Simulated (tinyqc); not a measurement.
Inside a calculation: optical transitions of a finite quantum well. Values are carried at full precision from step to step, so a last printed digit may differ when a step is redone from the rounded ones.

Each carrier sees a square well of width L with its own depth V and masses m (inside), mb (outside); c = hbar^2/2m0, k = sqrt(m E/c), kappa = sqrt(mb (V - E)/c), and level n solves k L + 2 atan[(k/m)/(kappa/mb)] = n pi. The envelope is cos(kz) for odd n and sin(kz) for even n inside, joins exp(-kappa (|z| - L/2)) outside, and is normalised to 1. Excitons and band mixing are left out.

Constants: hbar^2/2m0 = 3.80998211 eV angstrom^2; hc = 1239.841984 eV nm; fine-structure constant alpha = 0.007297352564.

Parameters, chosen for this exercise (near those of a GaAs well in AlGaAs; shifted at random, so the results belong to these values and not to a real crystal): L = 73 angstrom (well width); Eg = 1.504 eV (gap of the well); Vc = 0.219 eV (conduction offset); Vv = 0.123 eV (valence offset); me = 0.0653 m0 (electron, well); meb = 0.0894 m0 (electron, barrier); mh = 0.366 m0 (heavy hole along z, well); mhb = 0.394 m0 (heavy hole, barrier); ml = 0.0917 m0 (light hole along z, well); mlb = 0.1111 m0 (light hole, barrier); Ns = 0.25 x 1e12/cm^2 (electrons in e1); n_r = 3.31 (refractive index); G = 8 meV (half width of the line).

## Confinement energies

Up to three levels for each carrier.

Levels:

| level | E (eV) | k (1/angstrom) | kappa (1/angstrom) |
|---|---|---|---|
| e1 | 0.0462 | 0.02813 | 0.06368 |
| e2 | 0.1728 | 0.05443 | 0.03291 |
| hh1 | 0.0120 | 0.03401 | 0.10712 |
| hh2 | 0.0471 | 0.06729 | 0.08857 |
| hh3 | 0.0999 | 0.09796 | 0.04888 |
| lh1 | 0.0312 | 0.02740 | 0.05174 |
| lh2 | 0.1098 | 0.05140 | 0.01963 |

## Interband transitions

From e1 and e2 to each hole level: E = Eg + E_e + E_h, wavelength hc/E, squared overlap of the envelopes, and the strength |<S|p|v>|^2 in units of P^2 at the subband edge: overlap^2 times 1/2 (hh) or 1/6 (lh) for light polarised in the plane (TE), times 0 (hh) or 2/3 (lh) along z (TM).

Transitions:

| pair | E (eV) | wavelength (nm) | overlap^2 | TE | TM |
|---|---|---|---|---|---|
| e1-hh1 | 1.5622 | 793.6 | 0.9727 | 0.4863 | 0.0000 |
| e1-lh1 | 1.5814 | 784.0 | 0.9975 | 0.1663 | 0.6650 |
| e1-hh2 | 1.5973 | 776.2 | 0.0000 | 0.0000 | 0.0000 |
| e1-hh3 | 1.6501 | 751.4 | 0.0209 | 0.0105 | 0.0000 |
| e1-lh2 | 1.6600 | 746.9 | 0.0000 | 0.0000 | 0.0000 |
| e2-hh1 | 1.6889 | 734.1 | 0.0000 | 0.0000 | 0.0000 |
| e2-lh1 | 1.7081 | 725.9 | 0.0000 | 0.0000 | 0.0000 |
| e2-hh2 | 1.7240 | 719.2 | 0.8343 | 0.4172 | 0.0000 |
| e2-hh3 | 1.7767 | 697.8 | 0.0000 | 0.0000 | 0.0000 |
| e2-lh2 | 1.7866 | 694.0 | 0.9476 | 0.1579 | 0.6318 |

The edge is e1-hh1 at 794 nm. Pairs of opposite parity vanish exactly; e1-hh3 is allowed by parity and reaches 0.0209, only because the two envelopes leak differently into the barriers.

## Intersubband transitions from e1

z_1j = <1|z|j>; 1/m1 = <1|1/m|1>; f_1j = (m1/c)(E_j - E_1) z_1j^2, which sums to 1 over all bound and continuum states.

Transitions:

| pair | E (meV) | wavelength (micrometre) | \|z\| (angstrom) | f |
|---|---|---|---|---|
| 1-2 | 126.7 | 9.79 | 20.95 | 0.9724 |

m1 = 0.0666 m0
sum of f over bound states = 0.9724

The continuum carries the remaining 0.0276. With hard walls z_12 = 16 L/(9 pi^2) = 13.15 angstrom and f_12 = 256/(27 pi^2) = 0.9607.

## Absorption of one well

For light polarised along z (a real waveguide or Brewster geometry adds an angle factor), with all electrons in e1 and none in e2, the peak fractional absorption is 4 pi alpha Ns c f_12/(n_r m1 G) and the area under the Lorentzian line is pi G times that, c = hbar^2/2m0; 1e12/cm^2 = 1e-4/angstrom^2. EF - E1 = 2 pi c Ns/m1 at zero temperature.

peak absorption = 0.481 %
area = 12.10 % meV
EF - E1 = 9.0 meV

EF lies below e2, as assumed.

## Checks

- Sum of f over all levels of a difference grid (60 cells across the well) against 1: 0.999 against 1.000.
- The strength f_12 on that grid against the matched envelopes: both 0.972.

(tinyqc, `OMP_NUM_THREADS=1 python tinyqc.py 1251192 1251193 out.jsonl`, Intel(R) Xeon(R) Processor @ 2.30GHz, 1 thread, shared host, about 0.05 s.)
